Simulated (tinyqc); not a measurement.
CISD on RHF in the sto-3g basis, frozen core, for BeH+, spin multiplicity 1, step by step. One step of it, computed by the program tinyqc.

Problem. CISD: roots. Diagonalise (each vector has its largest component positive (the first on a tie)); all determinants have Ms = 0, so triplets appear too. The lowest singlet root is the correlation energy.

Occupation strings over the orbitals (2 doubly, a alpha, b beta, 0 empty; spin orbitals ordered 1a 1b 2a 2b ...): 220000 2ab000 2a000b 2ba000 2b000a 202000 20a00b 200200 200020 20b00a 200002

H - E(HF) between determinants (hartree), lower triangle:
```
,220000,2ab000,2a000b,2ba000,2b000a,202000,20a00b,200200,200020,20b00a,200002
220000,0.000000
2ab000,0.000000,0.155640
2a000b,0.000000,0.005399,0.514035
2ba000,0.000000,-0.047417,0.050945,0.155640
2b000a,0.000000,0.050945,-0.121117,0.005399,0.514035
202000,0.047417,0.100874,0.042060,-0.100874,-0.042060,0.607478
20a00b,-0.050945,0.042060,-0.002049,0.058829,0.054498,0.117540,0.693853
200200,0.043939,0.032708,-0.027918,-0.032708,0.027918,0.050384,-0.011189,0.710234
200020,0.043939,0.032708,-0.027918,-0.032708,0.027918,0.050384,-0.011189,0.024249,0.710234
20b00a,0.050945,0.058829,0.054498,0.042060,-0.002049,-0.117540,-0.058733,0.011189,0.011189,0.693853
200002,0.121117,-0.054498,0.030158,0.054498,-0.030158,0.058733,0.002309,0.024220,0.024220,-0.002309,1.064546
```

Give: lowest roots of this matrix, relative to E(HF); lowest vectors; <S^2> of these roots; weight of the ground state by excitation level 0, 1, 2, ....

Solution.

lowest roots of this matrix, relative to E(HF) (hartree): -0.030  0.083  0.133  0.386  0.476  0.664  0.668  0.686

lowest vectors:
```
,root 1,root 2,root 3,root 4
220000,0.979,0.000,-0.100,0.000
2ab000,0.044,0.690,0.650,0.075
2a000b,0.017,-0.106,0.085,0.681
2ba000,-0.044,0.690,-0.650,0.075
2b000a,-0.017,-0.106,-0.085,0.681
202000,-0.102,0.000,-0.326,0.000
20a00b,0.080,-0.116,0.078,-0.174
200200,-0.047,0.000,-0.029,0.000
200020,-0.047,0.000,-0.029,0.000
20b00a,-0.080,-0.116,-0.078,-0.174
200002,-0.098,0.000,0.105,0.000
```

<S^2> of these roots: 0.000  2.000  0.000  2.000  0.000  0.000  2.000  0.000

weight of the ground state by excitation level 0, 1, 2, ...: 0.958  0.004  0.037
